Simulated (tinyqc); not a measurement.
Worked calculation: effective mass of the conduction band from tabulated energies. Values are carried at full precision from step to step, so a last printed digit may differ when a step is redone from the rounded ones.

c = hbar^2/2m0. A uniform scatter of up to 0.3 meV has been added to mimic numerical noise.
Constants: hbar^2/2m0 = 3.80998211 eV angstrom^2; kB = 8.617333262e-05 eV/K.

Values chosen for the exercise (out of a larger set: band of an eight-band Kane model near CdTe; not measured data): T = 300 K (temperature).

## Finite differences

Energies along [100], from the band edge:
```
k (1/angstrom),E (meV)
0.00000,0.0000
0.00620,1.4372
0.01240,5.7594
0.01860,13.2181
0.02480,23.8649
0.03100,36.8483
0.03720,52.6349
0.04340,70.5015
0.04960,91.2646
```

reference mass (curvature of the model at k = 0.0001 1/angstrom) = 0.09750 m0

The band is even in k. m = c k^2/E(k) from the points 1, 2, 4 (k = 0 is point 0); Richardson from points 1 and 2: c/m = [16 E(k1) - E(k2)]/(12 k1^2).

m from points 1, 2, 4 (m0): 0.10190  0.10172  0.09819

m by Richardson = 0.10197 m0

Errors against the reference: +4.52, +4.32 and +0.71 % and +4.58 %. The extrapolation does not help: a scatter of 0.3 meV is 21 % of the first energy, and the formula weights that point by 4/3.

## Least squares over all points

Fit E = a k^2 (a = sum k^2 E/sum k^4), then E = a k^2 + b k^4 from the normal equations; E in eV; m = c/a.

sums of k^4, k^6, k^8: 1.2962e-05  2.5388e-08  5.3896e-11

sums of k^2 E, k^4 E: 0.00048576  9.4807e-07

a, one term = 37.476 eV angstrom^2

a and b, two terms: 39.06  -807.4

m, one and two terms (m0): 0.10166  0.09755

The parabola over all points errs by +4.3 % because the weights k^4 favour the outer points; the second term brings the error to 0.0 %.

## The non-parabolic form

E (1 + alpha E) = c k^2/m means that y = c k^2/E is a straight line in E with intercept m and slope m alpha. Fit the line by unweighted least squares over points 1 to 8, E in eV.

y (m0): 0.10190  0.10172  0.09972  0.09819  0.09936  0.10017  0.10179  0.10270

m = 0.10009 m0
alpha = 0.163 1/eV

The intercept errs by +2.66 %. The scatter of the first points, divided by small energies, tilts an unweighted line. The model has Eg = 1.614 eV, and for two bands alpha is near 1/Eg = 0.62 1/eV.

## Which mass for which use

From the fitted m and alpha: momentum mass at energy E, m (1 + 2 alpha E); curvature mass m (1 + 2 alpha E)^3; thermal factors to first order in alpha kT: density of states Nc (1 + 15 alpha kT/4), conductivity mass m (1 + 5 alpha kT). Take E = 3 kT/2.

alpha kT = 0.0042
momentum mass = 0.10136 m0
curvature mass = 0.10393 m0
factor on Nc = 1.0158
thermal conductivity mass = 0.10220 m0

alpha kT is small, so first order serves.

## Checks

- Two-term fit by normal equations against a least-squares routine: both 39.0577.

Run: tinyqc, `OMP_NUM_THREADS=1 python tinyqc.py 1851070 1851071 out.jsonl`; Intel(R) Xeon(R) Processor @ 2.30GHz, one thread, shared host; about 0.01 s of CPU time with all checks.
